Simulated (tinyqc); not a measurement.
Worked calculation: oxide trap near a transistor channel: two-state multiphonon kinetics, telegraph noise and bias instability. Computed by tinyqc, a small Python program that keeps every step. Command: `OMP_NUM_THREADS=1 python tinyqc.py 3028735 3028736 out.jsonl oxidetrap walk`. One thread of a shared host (Intel(R) Xeon(R) Processor @ 2.30GHz), about 0.01 s of CPU time with the checks. Intermediate numbers are printed to about 7 digits and carried at full precision; extremes and crossings named in words are read from the listed rows.

An n-channel device under positive gate bias. The trap is empty (state 1) or holds an electron (state 2); both states are parabolas of equal curvature, and the electron reservoir is taken at the Fermi level of the channel.

Inputs (values chosen for the exercise, with an insulator like SiO2 on silicon): insulator constant eps_ox = 3.8; insulator thickness t_ox = 7.6 nm; trap depth x from the interface = 1.6 nm; tunnel barrier phi_b = 2.97 eV; tunnelling mass m_ox = 0.39 m_0; trap level above E_F at zero field E_t = 0.95 eV; relaxation energy E_R = 1.3 eV; oxide field F = 5.2 MV/cm; attempt rate k_0 at the interface = 2e+12 1/s; temperature T = 350 K; channel width W = 210 nm; channel length L = 29 nm; frequency f = 10000 Hz; stress time t_s = 100 s.

Parts treated: one trap.

Constants: hbar^2/(2 m_0) = 3.80998212 eV angstrom^2; k_B = 8.617333262e-05 eV/K; e = 1.602176634e-19 C; eps_0 = 8.8541878128e-12 F/m.

## Tunnelling factor

kappa = sqrt(2 m_ox phi_b)/hbar = sqrt(m_ox phi_b/(hbar^2/2m_0)); attenuation length lambda = 1/(2 kappa); factor exp(-x/lambda) for a rectangular barrier.

kappa = 5.513775 1/nm

attenuation length lambda = 0.09068197 nm

tunnelling factor = 2.174068e-08

## Barriers and time constants

E_21 = E_t - e F x is the energy of state 2 over state 1; barriers E_c = (E_R + E_21)^2/(4 E_R), E_e = E_c - E_21; tau_c = exp(E_c/k_B T)/(k_0 P), tau_e = exp(E_e/k_B T)/(k_0 P), P the tunnelling factor; occupation f_2 = tau_e/(tau_c + tau_e); 1/tau_0 = 1/tau_c + 1/tau_e.

E_21 = 0.118 eV

capture barrier E_c = 0.3866777 eV

emission barrier E_e = 0.2686777 eV

capture time tau_c = 8.503753 s

emission time tau_e = 0.1700143 s

occupation f_2 = 0.01960097

tau_0 = 0.1666818 s

The trap is almost always empty at this bias.

## Step height and noise

Charge-sheet step dV = e (t_ox - x)/(eps_ox eps_0 W L); Lorentzian spectrum S(f) = 4 dV^2 tau_0^2/((tau_c + tau_e)(1 + (2 pi f tau_0)^2)); corner 1/(2 pi tau_0); variance dV^2 f_2 (1 - f_2) = dV^2 tau_0/(tau_c + tau_e).

threshold step dV = 4.691503 mV

corner frequency = 0.9548427 Hz

S(f) = 2.571086e-15 V^2/Hz

root-mean-square noise = 0.6503577 mV

f lies above the corner, on the 1/f^2 tail. Random dopants and current percolation, left out here, spread real steps around this value.

## Stress and recovery of one trap

From the zero-field occupation f(0), f(t) = f_2 + (f(0) - f_2) exp(-t/tau_0) under the field; after t_s the field is removed and f relaxes with the zero-field constants.

occupation at zero field = 2.092195e-14

tau_0 at zero field = 5.022417e-05 s

occupation after stress = 0.01960097

half-time of recovery = 3.481274e-05 s

## Bias dependence of the times

The formulas are those given above.

Against field:
```
F (MV/cm)  E_21 (eV)     tau_c (s)     tau_e (s)           f_2
0.00          0.9500  2.400550e+09  5.022417e-05  2.092195e-14
1.56          0.7004  2.770534e+06  2.276394e-04  8.216444e-11
3.12          0.4508  7.076984e+03  2.283568e-03  3.226752e-07
4.16          0.2844  2.056154e+02  1.651490e-02  8.031291e-05
5.20          0.1180  8.503753e+00  1.700143e-01  1.960097e-02
6.24         -0.0484  5.006257e-01  2.491394e+00  8.326797e-01
7.80         -0.2980  1.386415e-02  2.709596e+02  9.999488e-01
```

ln(tau_c/tau_e) falls by e x/k_B T = 5.305 per MV/cm, which measures the depth x if the change of surface potential with bias is left aside. Over these rows tau_c shortens by 11.24 decades and tau_e lengthens by 6.73; the shares differ because E_21 is not small against E_R. The times cross at F = E_t/(e x) = 5.94 MV/cm.

Checks made by the program: detailed balance tau_c/tau_e = exp(E_21/k_B T) (relative difference below 1e-10); the integral of S(f) against the variance (relative difference below 1e-10).
